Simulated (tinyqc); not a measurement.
Reflectance across the plasma edge: free-carrier optics of a doped semiconductor (Drude model with one polar phonon).

eps(E) = ei [1 - Ep^2/(E^2 + i E Gam)] + (es - ei) wT^2/(wT^2 - E^2 - i E gT), with Ep^2 = 8 pi c (e^2/(4 pi eps0)) N/(m ei), c = hbar^2/2m0, N in 1/angstrom^3 (1e-24 per 1/cm^3); Gam = hbar/tau, tau = mu m m0/e with m0/e = 5.685630e-12 kg/C and mu in m^2/(V s). Energies in meV.

n + i k = sqrt(eps1 + i eps2) with k >= 0; R = ((n - 1)^2 + k^2)/((n + 1)^2 + k^2) at normal incidence from vacuum; alpha = 2 E k/(hbar c), times 1e8 for 1/cm; loss function Im(-1/eps) = eps2/(eps1^2 + eps2^2).

Constants: hbar^2/2m0 = 3.80998211 eV angstrom^2; e^2/(4 pi eps0) = 14.39964547 eV angstrom; hbar = 6.58211957e-16 eV s; hbar c = 1973.269805 eV angstrom.

Values chosen for the exercise (mass and dielectric values near those of InSb; N and mu are free inputs; interband absorption and the rise of the mass with filling are left out; not measured data):

| symbol | value | unit | meaning |
|---|---|---|---|
| N | 2e+17 | 1/cm^3 | carrier density |
| m | 0.0129 | m0 | conductivity mass |
| mu | 37000 | cm^2/(V s) | mobility |
| ei | 15.79 |  | high-frequency dielectric constant |
| wT | 22.7 | meV | TO phonon |
| es | 17.07 |  | static dielectric constant |
| gT | 0.2 | meV | phonon damping |

Spectrum:

| E (meV) | eps1 | eps2 | R | alpha (1/cm) |
|---|---|---|---|---|
| 3.7 | -1075.09 | 715.97 | 0.968 | 1.29e+04 |
| 11.0 | -151.02 | 37.16 | 0.962 | 1.38e+04 |
| 18.4 | -42.54 | 8.26 | 0.945 | 1.22e+04 |
| 25.8 | -20.43 | 3.14 | 0.938 | 1.19e+04 |
| 31.3 | -7.32 | 1.70 | 0.863 | 8.64e+03 |
| 36.8 | -0.71 | 1.04 | 0.367 | 3.71e+03 |
| 40.5 | 2.22 | 0.78 | 0.052 | 1.06e+03 |
| 46.0 | 5.30 | 0.53 | 0.157 | 539 |
| 55.2 | 8.53 | 0.31 | 0.240 | 296 |
| 73.6 | 11.71 | 0.13 | 0.300 | 142 |
| 110.4 | 13.98 | 0.04 | 0.334 | 57.8 |
| 184.0 | 15.14 | 0.01 | 0.349 | 20.0 |

Ep = 36.8 meV and Gam = 2.4 meV. R is 0.968 at the lowest energy and lowest, 0.052, at 40.5 meV of those listed; without damping and phonon it would vanish at Ep sqrt(ei/(ei - 1)) = 38.0 meV. At the highest energy R is 0.349, against 0.357 for ei alone. Between the last two rows alpha goes as E^-2.08, where the Drude limit far above Ep and Gam is E^-2. Inside the metallic range the phonon cuts a dip in R near L-, below wT = 22.7 meV, which the rows may miss.

(tinyqc, `OMP_NUM_THREADS=1 python tinyqc.py 1650682 1650683 out.jsonl`, Intel(R) Xeon(R) Processor @ 2.30GHz, 1 thread, shared host, about 0.01 s.)
